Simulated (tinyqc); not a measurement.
Grain-boundary diffusion: Harrison regimes, Fisher and Le Claire analysis, Hart average: one step, computed by the program tinyqc.

A boundary is a slab of width delta with diffusivity D_b, normal to a surface held at constant concentration; it leaks into grains of diffusivity D.

Task: Effective diffusivity. Hart average for parallel slabs: f = delta/d, D_eff = (s f D_b + (1 - f) D)/(1 - f + s f); share of the boundaries = s f D_b/(s f D_b + (1 - f) D); depth sqrt(D_eff t).

Inputs (values chosen for the exercise, for a model polycrystal):
```
quantity               value  unit
boundary width delta    0.66    nm
segregation factor s       3     -
grain size d           0.021    um
temperature T           1280     K
time t                100000     s
```

D_b = 2.255130e-12 m^2/s

D = 6.406593e-16 m^2/s

Give: boundary fraction f; D_eff; share of the boundaries; depth sqrt(D_eff t).

Result:

boundary fraction f = 0.03143

D_eff = 2.006e-13 m^2/s

share of the boundaries = 0.9971

depth sqrt(D_eff t) = 141.6 um
